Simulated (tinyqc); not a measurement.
Which stress helps holes along [110]: six-band Luttinger-Kohn model with strain.

Six-band Luttinger-Kohn model in the basis |3/2,3/2>, |3/2,1/2>, |3/2,-1/2>, |3/2,-3/2>, |1/2,1/2>, |1/2,-1/2>, electron energies, zero at the top of the unstrained valence band. H = -[rows: (P+Q, -S, R, 0, -S/r2, r2 R); (-S*, P-Q, 0, R, -r2 Q, r32 S); (R*, 0, P-Q, S, r32 S*, r2 Q); (0, R*, S*, P+Q, -r2 R*, -S*/r2); (-S*/r2, -r2 Q, r32 S, -r2 R, P+Dso, 0); (r2 R*, r32 S*, r2 Q, -S/r2, 0, P+Dso)], r2 = sqrt(2), r32 = sqrt(3/2). Levels are twofold.

P = c g1 k^2 - av tr(e); Q = c g2 (kx^2 + ky^2 - 2 kz^2) - (b/2)(exx + eyy - 2 ezz); R = c sqrt3 [-g2 (kx^2 - ky^2) + 2i g3 kx ky] + (sqrt3/2) b (exx - eyy) - i d exy; S = 2 c sqrt3 g3 (kx - i ky) kz - d (exz - i eyz); c = hbar^2/2m0, e the strain tensor (not engineering shear).

s11 = (C11 + C12)/((C11 - C12)(C11 + 2 C12)), s12 = -C12/((C11 - C12)(C11 + 2 C12)), s44 = 1/C44; exx = s11 sxx + s12 (syy + szz) and cyclic, exy = s44 sxy/2; tension is positive. A uniaxial stress X along the unit vector n is s_ij = X n_i n_j.

Constants: hbar^2/2m0 = 3.80998211 eV angstrom^2.

Inputs chosen for the exercise (near those of GaP; the results hold for these values, not for the real material):

| symbol | value | unit | meaning |
|---|---|---|---|
| Dso | 0.082 | eV | spin-orbit splitting |
| g1 | 4.04 |  | Luttinger gamma1 |
| g2 | 0.49 |  | gamma2 |
| g3 | 1.25 |  | gamma3 |
| av | 1.75 | eV | valence hydrostatic potential |
| b | -1.63 | eV | tetragonal shear potential |
| d | -4.69 | eV | trigonal shear potential |
| C11 | 136.7 | GPa |  |
| C12 | 63.4 | GPa |  |
| C44 | 69.5 | GPa |  |
| X1 | 1.1 | GPa | size of the stress |

Each load has size X1 (biaxial: sxx = syy); masses are curvatures of the top pair at k = 0.

Results:

| load | splitting (meV) | top edge (meV) | m [110] | m [001] |
|---|---|---|---|---|
| uniaxial [110], compression | 53.0 | 23.6 | 0.133 | 0.311 |
| uniaxial [110], tension | 31.2 | 29.6 | 0.486 | 0.213 |
| uniaxial [100], compression | 59.2 | 27.4 | 0.225 | 0.311 |
| uniaxial [100], tension | 32.7 | 31.8 | 0.264 | 0.221 |
| uniaxial [111], compression | 51.1 | 22.3 | 0.164 | 0.248 |
| uniaxial [111], tension | 30.3 | 28.7 | 0.358 | 0.248 |
| biaxial (001), compression | 32.7 | 9.9 | 0.221 | 0.327 |
| biaxial (001), tension | 59.2 | 49.3 | 0.311 | 0.176 |

The lightest mass along [110] (0.133) comes with uniaxial [110], compression. The largest splitting (59.2 meV) comes with uniaxial [100], compression; biaxial (001), tension. The heaviest mass along [001] (0.327), which lowers the confinement energy in a (001) channel, comes with biaxial (001), compression. The splitting per GPa follows b (s11 - s12) for loads along cube axes and d s44 for [111]: here 2 |b| (s11 - s12) = 44.5 and |d| s44/sqrt3 = 39.0 meV per GPa in the limit of large Dso; where the splitting nears Dso, mixing with the split-off band makes it depend on the sign of the load.

tinyqc: `OMP_NUM_THREADS=1 python tinyqc.py 1050727 1050728 out.jsonl`; about 0.2 s, one thread, shared Intel(R) Xeon(R) Processor @ 2.30GHz.
